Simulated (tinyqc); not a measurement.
Stress in a transistor channel from embedded alloy regions, liners and fins, by half-space elasticity: one step, computed by the program tinyqc.

Plane strain in an isotropic half-space, the same constants everywhere; x along the channel from its centre, y downwards from the free surface; stress is positive in tension.

Task: Closed form at the surface. At x = y = 0 the integral is s_xx = -(4/pi) [E e/(1 - nu)] [arctan(2 d/L) - arctan(d/(L/2 + S))].

Inputs (values chosen for the exercise, modelled on silicon):
```
quantity                   value  unit
Young's modulus E            169   GPa
Poisson ratio nu            0.24     -
channel length L              46    nm
length of each stressor S    125    nm
recess depth d                75    nm
```

Stressor: Si(1-x)C(x) source and drain.

misfit e = -0.01044

Give: s_xx at the surface.

Result:

s_xx at the surface = 2377.1 MPa

For fixed L and S it is largest at d = sqrt((L/2)(L/2 + S)) = 58.3 nm; d is beyond that.
